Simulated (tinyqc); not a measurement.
Margin needed against array size.

Cells fail independently with probability Q(k) = erfc(k/sqrt(2))/2 when the margin is k standard deviations, and Y = exp(-Nb Q(k)). phi = exp(-k^2/2)/sqrt(2 pi).  k solves Y = exp(-Nb Q(k)); the estimate is sqrt(2 ln(Nb/(-ln Y))).

Values chosen for this exercise: wanted yield Y = 0.99.

Result of one run:

| Nb | allowed Q | k | estimate |
|---|---|---|---|
| 17179869184 | 5.850e-13 | 7.109 | 7.506 |

What becomes of these results when the number of cells Nb is changed from 17179869184 to 16384, all else the same?

Result of the changed run:

| Nb | allowed Q | k | estimate |
|---|---|---|---|
| 16384 | 6.134e-7 | 4.851 | 5.349 |

The whole series:

| Nb | allowed Q | k | estimate |
|---|---|---|---|
| 1024 | 9.815e-6 | 4.269 | 4.802 |
| 16384 | 6.134e-7 | 4.851 | 5.349 |
| 262144 | 3.834e-8 | 5.375 | 5.844 |
| 4194304 | 2.396e-9 | 5.854 | 6.301 |
| 67108864 | 1.498e-10 | 6.299 | 6.726 |
| 1073741824 | 9.360e-12 | 6.716 | 7.127 |
| 17179869184 | 5.850e-13 | 7.109 | 7.506 |

A 1.68e7-fold larger array raises k only from 4.27 to 7.11; the last factor of 16 costs 0.39 standard deviations. The estimate, which drops the factor 1/(k sqrt(2 pi)) of the tail, is 12 % above k in the first row and 5.6 % above it in the last.

Computed by the program tinyqc: `OMP_NUM_THREADS=1 python tinyqc.py 2090127 2090128 out.jsonl`, one thread of a shared Intel Xeon 2.30GHz, about 0.02 s for the whole run.
